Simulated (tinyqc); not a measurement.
Worked calculation: G0W0 on RHF in the sto-3g basis, for H2, spin multiplicity 1. One step of it, computed by the program tinyqc.

Problem. Screening: direct RPA. With D = e_a - e_i and K = (ia|jb): diagonalise D^(1/2) (D + 4K) D^(1/2) = Z w^2 Z^T; X + Y = D^(1/2) Z w^(-1/2), each column of Z with its largest component positive (the first on a tie); E_c = (sum w - tr (D + 2K)) / 2.

orbital energies (hartree): MO1 -0.448772, MO2 0.386120

Two-electron integrals over orbitals (pq|rs), unique and non-zero (hartree):
```
(11|11) 0.606021   (21|21) 0.204462   (22|11) 0.604718   (22|22) 0.634609
```

Give: D^(1/2) (D + 4K) D^(1/2); excitation energies w; X + Y; RPA correlation energy.

Solution.

D^(1/2) (D + 4K) D^(1/2) (hartree^2):
```
        1>2
1>2  1.3799
```

excitation energies w (hartree): 1.1747

X + Y:
```
          1
1>2  0.8431
```

RPA correlation energy = -0.034571 hartree
